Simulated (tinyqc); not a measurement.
Trench capacitor in an array: capacitance, non-linearity, leakage and relaxation: one step of the calculation.

A film between two metal electrodes, each interface adding a series capacitance ci. The small-signal permittivity is ek (1 + aq E^2); the field is found with the linear permittivity. Leakage J = J0 sinh(E/Ef). After a voltage step the film passes a relaxation current kr C V tt^(-nr), tt being the time in seconds. The sidewall is a coaxial capacitor with radii a = dm/2 - t and b = dm/2, depth AR dm; the end face is left out.

Problem. Cell capacitance, fields and time constant. Per length 1/c = ln(b/a)/(2 pi eps0 ek) + (1/a + 1/b)/(2 pi ci); cell capacitance c AR dm; per footprint over pt^2; fields c V/(2 pi eps0 ek r) at r = a and b; resistance of the inner electrode rho AR dm/(pi a^2); time constant R C/3 of the distributed line.

Inputs (values chosen for the exercise); permittivity of the order of that of titanium dioxide:
- ek = 81.8 (relative permittivity of the film)
- t = 24 nm (film thickness)
- ci = 130 uF/cm^2 (capacitance of each electrode interface (dead layer and screening))
- V = 1.1 V (bias)
- dm = 210 nm (diameter of the hole)
- AR = 30 (aspect ratio, depth over diameter)
- pt = 320 nm (pitch of the square array)
- rho = 300 uohm cm (resistivity of the inner electrode)

Constants: eps0 = 8.8541878128e-14 F/cm where lengths are in cm. Results are converted to the units shown.

Find: a; b; cell capacitance; capacitance per footprint; field at a; field at b; R; R C/3.

Solution.

a = 81.00 nm
b = 105.0 nm
cell capacitance = 105.5 fF
capacitance per footprint = 103.0 uF/cm^2
field at a = 0.4998 MV/cm
field at b = 0.3856 MV/cm
R = 0.9169 kohm
R C/3 = 32.25 ps

The array gives 35.7 times the planar capacitance per footprint; curvature makes the field at the inner electrode 1.14 times the planar value.

tinyqc, about 0.01 s, one thread, Intel Xeon 2.30GHz (shared host): `OMP_NUM_THREADS=1 python tinyqc.py 2102148 2102149 out.jsonl`
